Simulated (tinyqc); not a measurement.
From one set of inputs to another, one input at a time: hopping conduction between localised states. Computed by tinyqc, a small Python program. Command: `OMP_NUM_THREADS=1 python tinyqc.py 3002806 3002807 out.jsonl hop ladder`. One thread of a shared host (Intel(R) Xeon(R) Processor @ 2.30GHz), about 0.01 s of CPU time with the checks.

Energies are counted from the Fermi level. A small network shows the mechanism; the laws of an infinite system follow.

The inputs printed are set A. Inputs not listed in the table keep their values of set A, so the rows need not describe a real material.

Inputs (values chosen for the exercise, for a model impurity band):
```
quantity                                    value          unit
localisation length xi                       0.45            nm
density of states g_0                     2.8e+18   1/(eV cm^3)
permittivity eps                               10             -
activation energy E_a to extended states    0.074            eV
prefactor of activated conduction              89          S/cm
prefactor of hopping                        0.068          S/cm
conductance scale G_0                           1  microsiemens
temperature T                                  16             K
```

Dimension: 3D.

sites of the small network (nm, nm, meV):
```
      x     y  energy
1     0  0.15    0.57
2  0.75   0.3    -9.3
3  1.32  0.83   -9.22
4  2.08  0.34   16.51
5  2.53  0.35  -12.77
6   3.3   0.6   -1.46
```

Constants: k_B = 8.617333262e-05 eV/K; e^2/(4 pi eps_0) = 14.39964548 eV angstrom.

Method:
- Miller-Abrahams exponent s_ij = 2 r_ij/xi + (|E_i| + |E_j| + |E_i - E_j|)/(2 k_B T); G_ij = G_0 exp(-s_ij). The diagonal is set to 0 and not used.
- Site 1 is held at potential 1 and site 6 at 0; Kirchhoff's law sum_j G_ij (u_i - u_j) = 0 fixes the others; G = sum_j G_1j (1 - u_j). G_ij = G_0 exp(-s_ij).
- Mott: T_M = 21.2/(k_B g_0 xi^3), exponent (T_M/T)^(1/4), mean hop r = (3/8) xi times the exponent. Efros-Shklovskii: T_ES = 2.8 e^2/(4 pi eps eps_0 k_B xi), exponent (T_ES/T)^(1/2). Coulomb gap width g_0^(1/2) (e^2/(4 pi eps eps_0))^(3/2). The numerical coefficients come from percolation theory and are given.
- sigma = s_1 exp(-E_a/k_B T) + s_2 exp(-larger of the two exponents); reduced activation energy w = d ln(sigma)/d ln(T) by a central difference of +/- 1 %.

Each row keeps all changes above it:
```
input moved                                       from     to  conductivity (S/cm)  mean hop by the Mott formula (nm)  conductance G (microsiemens)
set A                                                -      -           4.3693e-22                             14.868                    5.5433e-07
prefactor of hopping (S/cm)                      0.068    0.1           4.3693e-22                             14.868                    5.5433e-07
permittivity eps                                    10    8.4           4.3693e-22                             14.868                    5.5433e-07
localisation length xi (nm)                       0.45    2.1           8.8818e-14                             21.853                    9.8168e-03
activation energy E_a to extended states (eV)    0.074   0.23           8.8818e-14                             21.853                    9.8168e-03
density of states g_0 (1/(eV cm^3))            2.8e+18  5e+19           1.3722e-07                             10.631                    9.8168e-03
temperature T (K)                                   16     72           9.4368e-06                              7.299                    9.3269e-02
```

Where does the difference come from?

Conductivity goes from 4.37e-22 to 9.44e-6, a factor 2.16e16 in all. The largest single move comes from localisation length xi (a factor 2.03e8). Mean hop by the Mott formula goes from 14.9 to 7.30, a factor 0.491 in all. The largest single move comes from density of states g_0 (a factor 0.486), and localisation length xi works against it (a factor 1.47). Conductance G goes from 5.54e-7 to 0.0933, a factor 168000 in all. The largest single move comes from localisation length xi (a factor 17700). The single moves hold for this order of the switches; the total does not depend on the order.

Extremes, crossings and ranges named in words are read from the listed rows.
